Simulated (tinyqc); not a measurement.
Convergence with the basis: effective-mass impurity with a central-cell term, in a basis of Slater functions. Computed by tinyqc, a small Python program. Command: `OMP_NUM_THREADS=1 python tinyqc.py 3030145 3030146 out.jsonl centralcell walk`. One thread of a shared host (Intel(R) Xeon(R) Processor @ 2.30GHz), about 0.01 s of CPU time with the checks.

The envelope obeys H = -nabla^2 - (2/r) [Z + A exp(-kappa r)] in effective units, with kappa = a*/lambda; positive A deepens the well near the core.

Inputs (values chosen for the exercise, for a model semiconductor):
```
quantity                   value      unit
effective mass m           0.251       m_0
dielectric constant eps       11         -
charge Z of the core           2         -
central-cell strength A      1.7         -
central-cell range lambda    2.1  angstrom
smallest exponent zeta_1    0.32      1/a*
ratio beta of exponents      2.2         -
```

Impurity: donor, one isotropic band.

Constants: Ry = 13.605693123 eV; a_0 = 0.529177210903 angstrom.

Method:
- Units: Ry* = Ry m/eps^2 and a* = a_0 eps/m, with m in m_0.
- kappa = a*/lambda; the hydrogenic ground state is bound by Z^2 Ry*.
- For s functions exp(-zeta r), with s = zeta_i + zeta_j: S = 2/s^3, T = zeta_i zeta_j S, V = -2 Z/s^2, W = -2 A/(s + kappa)^2; each function is normalised by dividing by sqrt(S_ii S_jj).
- Large basis: zeta_i = 0.06 x 1.6^(i-1), i = 1..22, same formulas; for p functions r exp(-zeta r): S = 24/s^5, T = zeta_i zeta_j S (centrifugal term included), V = -12 Z/s^4, W = -12 A/(s + kappa)^4; overlap eigenvalues below 1e-11 are dropped.
- Binding energies are -E Ry*; the effective quantum number is nu = Z/sqrt(-E); |psi(0)|^2 is given relative to the hydrogenic Z^3/(pi a*^3).
- zeta_i = zeta_1 beta^(i-1), i = 1..n.
- The error is the lowest level above the large-basis value.

kappa = 11.0433 1/a*

Ry* = 28.2234 meV

1s binding energy = 130.467 meV

Error of the 1s level:
```
n  error (meV)  largest exponent (1/a*)
1   9.7139e+01                    0.320
2   5.6375e+01                    0.704
3   1.0280e+01                    1.549
4   4.0799e-01                    3.407
5   3.8628e-01                    7.496
6   2.4174e-01                   16.492
7   2.1444e-01                   36.282
8   2.0491e-01                   79.819
```

The error falls from 97.1 to 0.205 meV. The last function changes it by less than 5 %: it has levelled off, and what remains is set by beta and zeta_1, not by the range of exponents.

Extremes, crossings and ranges named in words are read from the listed rows.
